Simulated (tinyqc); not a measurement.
Bloch-Grueneisen resistivity of a metal: one step, computed by the program tinyqc. Command: `OMP_NUM_THREADS=1 python tinyqc.py 3001660 3001661 out.jsonl bg walk`. One thread of a shared host (Intel(R) Xeon(R) Processor @ 2.30GHz), about 0.01 s of CPU time with the checks.

Electrons scatter from a Debye spectrum of phonons (n = 5 for scattering within one band, n = 3 for scattering into a second, heavy band) and from static defects.

Problem. Total resistivity and derived numbers. J_n(y) = int_0^y x^n e^x/(e^x - 1)^2 dx, by 96 Gauss-Legendre points (upper limit at most 60). rho_ph = (n - 1) rho_1 (T/Theta)^n J_n(Theta/T), with rho_1 = 2 pi lambda_tr k_B Theta/(hbar eps_0 w_p^2), the high-temperature line at T = Theta. Matthiessen's rule: rho = rho_0 + rho_ph. Temperature coefficient (1/rho) d rho/dT by a central difference of +/- 0.5 K; residual ratio rho(295 K)/rho(4.2 K); scattering time tau = 1/(eps_0 w_p^2 rho); Wiedemann-Franz kappa = L_0 T/rho, L_0 = (pi^2/3)(k_B/e)^2.

Inputs (values chosen for the exercise, modelled on copper):

| quantity | value | unit |
|---|---|---|
| exponent n | 5 | - |
| Debye temperature Theta | 342 | K |
| transport coupling lambda_tr | 0.11 | - |
| Drude plasma energy hbar w_p | 8.6 | eV |
| residual resistivity rho_0 | 0.92 | microohm cm |
| temperature T | 295 | K |

Addition: none.

Constants: k_B = 1.380649e-23 J/K; hbar = 1.054571817e-34 J s; eps_0 = 8.8541878128e-12 F/m; hbar = 6.582119569e-16 eV s; k_B = 8.617333262e-05 eV/K.

Give: resistivity rho; temperature coefficient; residual resistance ratio; scattering time; Wiedemann-Franz conductivity.

Solution.

resistivity rho = 2.5605 microohm cm

temperature coefficient = 2.4879 1e-3/K

residual resistance ratio = 2.7831

scattering time = 25.838 fs

Wiedemann-Franz conductivity = 281.46 W/(m K)
